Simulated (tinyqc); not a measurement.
Inputs raised by 10 %, one at a time: millisecond and nanosecond annealing: surface heating, thermal budget and solid-phase regrowth. Computed by tinyqc, a small Python program. Command: `OMP_NUM_THREADS=1 python tinyqc.py 3025568 3025569 out.jsonl flash sens`. One thread of a shared host (Intel(R) Xeon(R) Processor @ 2.30GHz), about 0.03 s of CPU time with the checks.

A square pulse heats the surface of a thick wafer with constant thermal properties; losses by radiation are neglected and silicon melts at 1414 C.

Inputs (values chosen for the exercise, modelled on hot silicon with boron):
```
quantity,value,unit
incident fluence,0.236,J/cm^2
pulse length t_p,3.3e-08,s
reflectance R,0.41,-
thermal conductivity k,0.24,W/(cm K)
heat capacity per volume c,2.4,J/(cm^3 K)
preheat temperature T0,25,C
dopant prefactor D0,1.08,cm^2/s
dopant activation energy E,3.52,eV
regrowth prefactor v0,4.9e+08,cm/s
regrowth energy E_v,2.71,eV
```

Source: pulsed laser.

Constants: k_B = 8.617333262e-05 eV/K.

Method:
- Absorbed flux q = (1 - R) fluence/t_p; kappa = k/c. With f(z, t) = (2 q/k) sqrt(kappa t) ierfc(z/(2 sqrt(kappa t))), ierfc(x) = exp(-x^2)/sqrt(pi) - x erfc(x): T = T0 + f(z, t) during the pulse and T0 + f(z, t) - f(z, t - t_p) after it.
- At the surface the rise at the end of the pulse is 2 q sqrt(t_p/(pi k c)); the fluence that just melts the surface scales with (1414 - T0).
- Temperatures in kelvin are T(C) + 273.15.
- Integrate exp(-E/(k_B T(t))) at the surface from 0 to 10 t_p (Gauss-Legendre, 60 points in sqrt(t) up to t_p and 60 in sqrt(t - t_p) after it). (Dt) = D0 x integral with E; regrowth = v0 x integral with E_v; effective time = integral/exp(-E/(k_B T_peak)).

Runs:
```
input moved,from,to,diffusion length 2 sqrt(Dt) (nm),possible regrowth (nm),effective time over t_p,fluence at the melting threshold (J/cm^2)
base run,-,-,0.000739,0.00548,0.08358,0.2876
incident fluence (J/cm^2),0.236,0.2596,0.002154,0.02876,0.08813,0.2876
pulse length t_p (s),3.3e-08,3.63e-08,0.000444,0.00254,0.08148,0.3017
reflectance R,0.41,0.451,0.000317,0.00147,0.08045,0.3091
thermal conductivity k (W/(cm K)),0.24,0.264,0.000424,0.00231,0.08148,0.3017
heat capacity per volume c (J/(cm^3 K)),2.4,2.64,0.000424,0.00231,0.08148,0.3017
dopant prefactor D0 (cm^2/s),1.08,1.188,0.000775,0.00548,0.08358,0.2876
```

Exponents ln(y'/y) / ln(x'/x):
```
input,diffusion length 2 sqrt(Dt),possible regrowth,effective time over t_p,fluence at the melting threshold
incident fluence,11.224,17.400,0.555,0.000
pulse length t_p,-5.342,-8.052,-0.267,0.500
reflectance R,-8.889,-13.772,-0.401,0.756
thermal conductivity k,-5.842,-9.052,-0.267,0.500
heat capacity per volume c,-5.842,-9.052,-0.267,0.500
dopant prefactor D0,0.500,0.000,0.000,0.000
```

Among the inputs moved here: diffusion length 2 sqrt(Dt) answers most in size to incident fluence (exponent +11.224), next to reflectance R (-8.889). Its exponent +0.500 in dopant prefactor D0: a diffusion length. Possible regrowth answers most in size to incident fluence (exponent +17.400), next to reflectance R (-13.772); its exponent is below 0.0005 for dopant prefactor D0. Effective time over t_p answers most in size to incident fluence (exponent +0.555), next to reflectance R (-0.401); its exponent is below 0.0005 for dopant prefactor D0. Fluence at the melting threshold answers most in size to reflectance R (exponent +0.756), next to pulse length t_p (+0.500); its exponent is below 0.0005 for incident fluence, dopant prefactor D0. Its exponent +0.500 in pulse length t_p: the heated depth grows as sqrt(t_p). Its exponent +0.500 in thermal conductivity k: the rise goes as 1/sqrt(k c).

Caution (all rows): cold silicon conducts heat several times better than the constant k used here, so the real melting fluence is higher. Caution (all rows): equilibrium diffusivities are used; implant damage enhances diffusion, and k and c vary with temperature. Caution (rows base run, incident fluence, dopant prefactor D0): the peak lies above 1150 C, and amorphous silicon melts some 200 to 250 K below the crystal, so a layer that has not regrown before the peak may melt instead. Caution (all rows): a diffusion length below the atomic spacing of 0.235 nm means about one jump per atom or fewer, so the profile does not change measurably.

Extremes, crossings and ranges named in words are read from the listed rows.
